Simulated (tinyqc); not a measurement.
# Worked calculation: charge-trap memory cell

Program tinyqc, `OMP_NUM_THREADS=1 python tinyqc.py 2130089 2130090 out.jsonl`; Intel Xeon 2.30GHz, shared host, one thread, about 0.04 s. Printed values are rounded.

Channel, tunnel oxide, storage layer, blocking layer, gate. N electrons per area sit in a sheet at the centroid and shift the threshold by U = (q/eps0) N (tb/eb + xc tn/en). EOT = t1 + 3.9 (tn/en + tb/eb); tunnel field F = (Vg - U)/EOT; dN/dt = eta (J/q)(1 - N/Nm). Fowler-Nordheim: J = A F^2 exp(-B/F), A = q^2/(16 pi^2 hbar mo phi) (times 1e14 for A/cm^2 with F in V/nm, emitter mass m0), B = (4/3) sqrt(mo/C) phi^1.5, C = hbar^2/(2 m0).

Parameters, values chosen for the exercise; oxide values close to those of silicon dioxide, storage layer close to silicon nitride, blocking layer close to silicon dioxide:

| symbol | value | unit | meaning |
|---|---|---|---|
| phi | 3.06 | eV | tunnel barrier |
| mo | 0.47 | m0 | tunnelling mass |
| t1 | 5.2 | nm | tunnel oxide (permittivity 3.9) |
| tn | 8.1 | nm | storage layer |
| en | 7.2 |  | its relative permittivity |
| tb | 6.7 | nm | blocking layer |
| eb | 3.9 |  | its relative permittivity |
| xc | 0.59 |  | charge centroid, share of tn counted from the blocking side |
| eta | 0.62 |  | capture efficiency of an empty layer |
| Nm | 2.5e13 | cm^-2 | trap density |
| Vg | 20.2 | V | gate voltage less flat band and surface potential |
| d0 | 4.7e-7 | s | first time step |
| gr | 1.4 |  | growth of the step |
| n | 10 |  | steps |

Constants: q = 1.602176634e-19 C, hbar = 1.054571817e-34 J s, m0 = 9.1093837015e-31 kg, eps0 = 8.8541878128e-14 F/cm where lengths are in cm, hbar^2/(2 m0) = 0.0380998212 eV nm^2. Results are converted to the units shown.

Range of the model: The Fowler-Nordheim form needs F t1 above phi; trap-assisted paths and leakage through the blocking layer are left out.

## Constants of the stack

EOT, the shift for 1e12 electrons per cm^2, the shift with all traps full, and the starting field, current and rate.

EOT = 16.28750 nm
shift for 1e12 cm^-2 = 0.4309714 V
shift with all traps full = 10.77429 V
F(0) = 1.240215 V/nm
J(0) = 0.2748507 A/cm^2
dN/dt at the start = 1.063600e18 cm^-2 s^-1

## Midpoint steps of growing length

N(half) = N + (d/2) r(N), N(new) = N + d r(N(half)), r = dN/dt; the step starts at d0 and is multiplied by gr each time. Field in the blocking layer (3.9 F + q N/eps0)/eb.

```
step        t (s)    N (cm^-2)     U (V)  F (V/nm)  blocking field (V/nm)
0               0            0  0.000000  1.240215               1.240215
1          4.7e-7  4.393462e11  0.189346  1.228590               1.248974
2        1.128e-6  9.206120e11  0.396757  1.215855               1.258570
3     2.049200e-6  1.434868e12  0.618387  1.202248               1.268823
4     3.338880e-6  1.972964e12  0.850291  1.188010               1.279551
5     5.144432e-6  2.526466e12  1.088835  1.173364               1.290586
6     7.672205e-6  3.088182e12  1.330918  1.158501               1.301786
7     1.121109e-5  3.652324e12  1.574047  1.143573               1.313033
8     1.616552e-5  4.214442e12  1.816304  1.128700               1.324240
9     2.310173e-5  4.771245e12  2.056270  1.113967               1.335342
10    3.281242e-5  5.320384e12  2.292933  1.099436               1.346290
```

A converged integration gives U = 2.316 V at the last time; the steps are 0.98 % below that. The tunnel field falls by 11.4 % while the blocking field rises by 8.55 %.
